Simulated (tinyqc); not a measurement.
# Graded p-n junction, non-linear Poisson equation by Newton steps: what changes with what

One dimension, p side on the left, n side on the right; net doping C = (Nd - Na)/2 + ((Nd + Na)/2) tanh(x/Lg). The potential psi is counted from the intrinsic level, and the quasi-Fermi potentials are flat: 0 for holes and -V for electrons, so n = ni exp((psi + V)/Vt) and p = ni exp(-psi/Vt) (Boltzmann statistics, full ionisation, no current).

Values chosen for this exercise; band and dielectric values those of a made-up semiconductor:
```
symbol,value,unit,meaning
T,273,K,temperature
Eg,1.12,eV,band gap
eps_r,10.2,,relative permittivity
Nc,2.55e19,cm^-3,conduction-band density of states at T
Nv,2.87e19,cm^-3,valence-band density of states at T
Na,6.2e16,cm^-3,acceptor density of the p side
Nd,1.2e18,cm^-3,donor density of the n side
V,0.22,V,bias of the p side against the n side
Lg,64,nm,grading length
```

Constants: q = 1.602176634e-19 C, kB = 1.380649e-23 J/K, Vt = kB T/q, eps0 = 8.8541878128e-14 F/cm where lengths are in cm. Results are converted to the units shown.

Each table varies one quantity; the others keep the values above.

## Capacitance and field against bias

The Poisson equation d/dx(eps0 eps_r dpsi/dx) = -q (p - n + C) is solved on a mesh of more than 1000 nodes that ends in neutral material (psi_p = -Vt ln(Na/ni), psi_n = Vt ln(Nd/ni) - V). C_j = q d/dV of the integral of p over x, from the linearised equation. ni = sqrt(Nc Nv) exp(-Eg/(2 Vt)), Eg in volts. Depletion approximation: Vbi = Vt ln(Na Nd/ni^2), W = sqrt(2 eps0 eps_r (Vbi - V)(1/Na + 1/Nd)/q), xp = W Nd/(Na + Nd), xn = W Na/(Na + Nd), peak field 2 (Vbi - V)/W, capacitance eps0 eps_r/W. The last column applies it to an abrupt Na-Nd junction.

Capacitance and field against bias:

| V (V) | peak \|E\| (kV/cm) | C_j (nF/cm^2) | 1/C_j^2 (cm^4/uF^2) | eps0 eps_r/C_j (nm) | abrupt depletion C (nF/cm^2) |
|---|---|---|---|---|---|
| 0 | 80.78 | 57.62 | 301.2 | 156.7 | 68.70 |
| -1.25 | 145.0 | 39.09 | 654.5 | 231.1 | 44.50 |
| -2.5 | 193.6 | 31.86 | 985.2 | 283.5 | 35.40 |
| -3.75 | 234.5 | 27.66 | 1307 | 326.5 | 30.27 |
| -5 | 270.7 | 24.81 | 1625 | 364.0 | 26.88 |
| -6.25 | 303.6 | 22.71 | 1939 | 397.7 | 24.42 |
| -7.5 | 333.8 | 21.08 | 2250 | 428.4 | 22.53 |
| -8.75 | 362.1 | 19.76 | 2560 | 457.0 | 21.02 |
| -10 | 388.6 | 18.67 | 2869 | 483.7 | 19.78 |

What does the table show?

With V going from 0 to -10 V, C_j falls from 57.6 to 18.7 nF/cm^2 and the peak field rises from 80.8 to 389 kV/cm. The slope of 1/C_j^2, read as N = 2/(q eps0 eps_r |slope|), gives 4.89e16 cm^-3 between the first two rows and 5.60e16 cm^-3 between the last two, against Na Nd/(Na + Nd) = 5.90e16 cm^-3; it is not a straight line, so no single doping describes it. At the end C_j goes as (Vbi - V)^(-0.47) with Vbi = 0.904 V, and it is 5.6 % below the abrupt depletion formula (at the first row 16 % below it).

## Effect of the grading length

Same model as above.

The abrupt values quoted are those of these depletion formulas.

Effect of the grading length:

| Lg (nm) | peak \|E\| (kV/cm) | C_j (nF/cm^2) | eps0 eps_r/C_j (nm) |
|---|---|---|---|
| 8 | 102 | 81.0 | 112 |
| 11 | 97.8 | 80.2 | 113 |
| 16 | 92.3 | 78.8 | 115 |
| 23 | 86.1 | 76.7 | 118 |
| 32 | 79.9 | 74.0 | 122 |
| 45 | 73.0 | 70.3 | 129 |
| 64 | 65.8 | 65.6 | 138 |

Read the table: what changes, and by how much?

As Lg grows from 8 to 64 nm, the peak field falls from 102 to 65.8 kV/cm and C_j falls from 81.0 to 65.6 nF/cm^2. The abrupt depletion formulas give 120 kV/cm and W = 114 nm; the first row's field is 15 % below that and the last row's 45 % below it. The same voltage drops over a longer distance, so the field falls.

Program tinyqc, `OMP_NUM_THREADS=1 python tinyqc.py 2000009 2000010 out.jsonl`; Intel Xeon 2.30GHz, shared host, one thread, about 0.04 s.
